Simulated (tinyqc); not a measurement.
Configuration-coordinate model of carrier capture at a defect: sweeps and comparisons. A value that a table varies takes the place of the one given here.

Two parabolas of equal curvature k in one coordinate Q: with the carrier free at the band edge, U_f = k Q^2/2; with the carrier trapped, U_t = k (Q - dQ)^2/2 - ET. ER = k dQ^2/2, Huang-Rhys factor S = ER/hw, hw = 0.0646541 sqrt(k/M) eV for k in eV/angstrom^2 and M in u. The curves cross at a height Eb = (ER - ET)^2/(4 ER) above the free minimum.

Multiphonon factor for giving p = ET/hw phonons to the lattice: W = exp(-S (2 nb + 1)) ((nb + 1)/nb)^(p/2) I_p(x), nb = 1/(exp(hw/kT) - 1), x = 2 S sqrt(nb (nb + 1)), I_p the modified Bessel function. Classical limit: W = hw exp(-Eb/kT)/sqrt(4 pi ER kT). At T = 0: exp(-S) S^p/Gamma(p + 1).

Constants: kB = 8.617333262e-05 eV/K.

Inputs chosen for the exercise (of the size met at an oxide trap near a Si / SiO2 interface; shifted at random, so the results belong to these values and not to a real crystal): ET = 0.19 eV (thermal depth of the level below the band edge); ER = 0.92 eV (relaxation energy); hw = 0.034 eV (phonon energy of the mode); T = 77 K (temperature).

## Capture against temperature

The local activation energy is -d ln W/d(1/kT), by central differences with T changed by 1 %.

Against T:
```
T (K)  kT/hw  log10 W  log10 W, classical  activation energy (eV)
40     0.101   -6.274             -19.014                  0.0001
60     0.152   -6.238             -13.020                  0.0029
80     0.203   -6.092             -10.042                  0.0134
120    0.304   -5.507              -7.089                  0.0474
160    0.406   -4.871              -5.631                  0.0744
220    0.558   -4.134              -4.456                  0.0967
300    0.760   -3.503              -3.639                  0.1092
400    1.014   -3.032              -3.093                  0.1141
550    1.394   -2.640              -2.665                  0.1135
```

log10 W at T = 0 = -6.276
Eb = 0.1448 eV

How do the results move?

At 40 K log10 W is -6.27, against -6.28 at T = 0 and -19.0 classically; at 550 K the two forms differ by +0.03. The activation energy read from an Arrhenius plot goes from 0.000 eV at 40 K to 0.114 at 550 K, with its largest value 0.114 at 400 K, against Eb = 0.145 eV; the classical form itself gives Eb - kT/2. A measured slope therefore understates the barrier.

## Capture against depth of the level

ET is varied at fixed ER, hw and T, as by moving the band edge with alloying or pressure.

Against ET:
```
ET/ER  ET (eV)  Eb (eV)  log10 W  log10 W, classical
0.10     0.092   0.1863   -8.168             -13.105
0.25     0.230   0.1294   -5.444              -9.379
0.50     0.460   0.0575   -2.745              -4.674
0.75     0.690   0.0144   -1.455              -1.852
1.00     0.920   0.0000   -1.119              -0.911
1.25     1.150   0.0144   -1.503              -1.852
1.50     1.380   0.0575   -2.465              -4.674
2.00     1.840   0.2300   -5.772             -15.965
3.00     2.760   0.9200  -16.489             -61.126
```

What does this show?

Capture is fastest at ET/ER = 1 among these rows, where the barrier vanishes or nearly so. The classical form is symmetric about ET = ER; the quantum one gives -2.75 at 0.5 and -2.47 at 1.5, against -4.67 for both. At ET = 3 ER it lies 44.6 decades above the classical value: deep levels capture by emitting many phonons, and the rate falls with depth by 11.6 decades per eV between the last two rows. Rows deeper than the gap of the host are formal.

## What each parameter does

Eb, log10 W and the full width 2.35482 sqrt(ER hw coth(hw/2kT)). Each row changes one parameter from the base and keeps the others.

Results:
```
case            Eb (eV)  log10 W  full width (eV)
base             0.1448   -6.123           0.4190
ET = 0.23 eV     0.1294   -5.444           0.4190
ER = 0.97 eV     0.1568   -6.611           0.4302
hw = 0.0408 eV   0.1448   -5.276           0.4572
T = 107 K        0.1448   -5.720           0.4270
```

What does this show?

The largest shifts from the base row, up to three for each result and ties (the steps differ in size, so this ranks the rows, not the parameters). Eb (eV): ET -0.0154, ER +0.0120; unchanged at the printed digits by hw and T. log10 W: hw +0.847, ET +0.678, ER -0.488. full width (eV): hw +0.0382, ER +0.0112, T +0.0081; unchanged at the printed digits by ET.

Run: tinyqc, `OMP_NUM_THREADS=1 python tinyqc.py 1452744 1452745 out.jsonl`; Intel(R) Xeon(R) Processor @ 2.30GHz, one thread, shared host; about 0.01 s of CPU time with all checks.
